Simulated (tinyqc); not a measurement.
Four-point probe, van der Pauw, Hall and spreading-resistance readings of a semiconductor layer: one step, computed by the program tinyqc.

The layer is uniform and ohmic; contacts are points unless a radius is given.

Question. Hall reading. V_H = r_H I B/(e n t); apparent density n/r_H; Hall mobility r_H mu; Hall angle tan = r_H mu B (SI).

Inputs (values chosen for the exercise, modelled on p-type silicon):
```
quantity             value        unit
carrier density n  7.4e+15      1/cm^3
drift mobility mu      424  cm^2/(V s)
layer thickness t      100  micrometre
current I                2          mA
magnetic field B       1.1           T
Hall factor r_H       0.84           -
```

Backing of the layer: insulating.

Constants: e = 1.602176634e-19 C.

Give: Hall voltage; apparent density; Hall mobility; tangent of the Hall angle.

Answer.

Hall voltage = 15.59 mV

apparent density = 8.810e+15 1/cm^3

Hall mobility = 356.16 cm^2/(V s)

tangent of the Hall angle = 0.03918
